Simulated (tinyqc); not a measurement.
Parabolic against non-parabolic filling: Fermi-Dirac statistics of conduction electrons.

Non-parabolic band E (1 + alpha E) = c k^2/m: n = Nc (2/sqrt(pi)) integral_0^infinity sqrt(x (1 + a x)) (1 + 2 a x) dx/(1 + exp(x - eta)) with a = alpha kT and eta = (EF - Ec)/kT; a = 0 gives n = Nc F_1/2(eta).

Constants: hbar^2/2m0 = 3.80998211 eV angstrom^2; kB = 8.617333262e-05 eV/K.

Parameters, chosen for this exercise (out of a larger set: near those of Ge, lowest valleys alone; not measured data): m = 0.5617 m0 (density-of-states mass of the conduction band); T = 200 K; alpha = 0.63 1/eV (non-parabolicity).

N = 2 (m kB T/(4 pi c))^(3/2) with c = hbar^2/2m0, in 1/angstrom^3; times 1e24 for 1/cm^3. k_F = (3 pi^2 n)^(1/3) and the energy E0 that solves E (1 + alpha E) = c k_F^2/m give the limit of zero temperature.

EF - Ec (meV):

| n (1/cm^3) | parabolic | non-parabolic | non-parabolic, 0 K |
|---|---|---|---|
| 6.0e+17 | -38.3 | -39.0 | 4.6 |
| 2.0e+18 | -16.1 | -16.9 | 10.2 |
| 9.0e+18 | 17.1 | 15.7 | 27.6 |
| 3.0e+19 | 58.3 | 55.1 | 60.4 |
| 9.0e+19 | 128.4 | 118.4 | 121.1 |
| 3.0e+20 | 290.1 | 249.6 | 251.2 |

Non-parabolicity lowers EF by 0.7 meV at the lowest density and by 40.5 meV at the highest, where alpha (EF - Ec) = 0.16. Temperature lowers EF below its 0 K value by 43.7 meV at the lowest density and by 1.6 meV at the highest. EF enters the band between 2e+18 and 9e+18 1/cm^3. In Ge the Gamma and Delta valleys, 0.14 and 0.18 eV up, would start to fill in the rows with EF above about 100 meV.

tinyqc: `OMP_NUM_THREADS=1 python tinyqc.py 1680317 1680318 out.jsonl`; about 0.01 s, one thread, shared Intel(R) Xeon(R) Processor @ 2.30GHz.
